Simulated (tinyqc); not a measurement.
Drifting, spreading and decaying minority pulse (Haynes-Shockley), explicit time steps: one step of the calculation.

Low injection in a uniform field: dn/dt = D d2n/dx2 - v dn/dx - n/tau with D = mu Vt and v = mu F towards +x. Exact solution on an infinite bar for a Gaussian start at x0: n = N0 exp(-t/tau) exp(-(x - x0 - v t)^2/(2 s^2))/sqrt(2 pi s^2), s^2 = s0^2 + 2 D t.

Task. Coefficients of the scheme. Exponentially fitted fluxes: d = F hx/Vt, B(d) = d/(exp(d) - 1), k = D dt/hx^2; (L n)_i = a n_(i-1) + b n_i + c n_(i+1) with a = k B(-d), c = k B(d), b = -a - c - dt/tau. Explicit steps keep n positive for dt up to 1/[(D/hx^2)(B(d) + B(-d)) + 1/tau].

Parameters, values chosen for the exercise; mobility close to that of silicon at room temperature: temperature T = 250 K; minority-carrier mobility mu = 464 cm^2/(V s); sweep field along the drift F = 37 V/cm; mesh step hx = 2.4 um; lifetime tau = 2.6e-7 s; time step dt = 1.7e-9 s.

Constants: q = 1.602176634e-19 C, kB = 1.380649e-23 J/K, Vt = kB T/q. Results are converted to the units shown.

Give: D; v; d; a; b; c; positivity limit of dt.

Result.

D = 9.9961 cm^2/s
v = 17168 cm/s
d = 0.41219
a = 0.35999
b = -0.60492
c = 0.23839
positivity limit of dt = 2.8103e-9 s

tinyqc, about 0.01 s, one thread, Intel Xeon 2.30GHz (shared host): `OMP_NUM_THREADS=1 python tinyqc.py 2310121 2310122 out.jsonl`
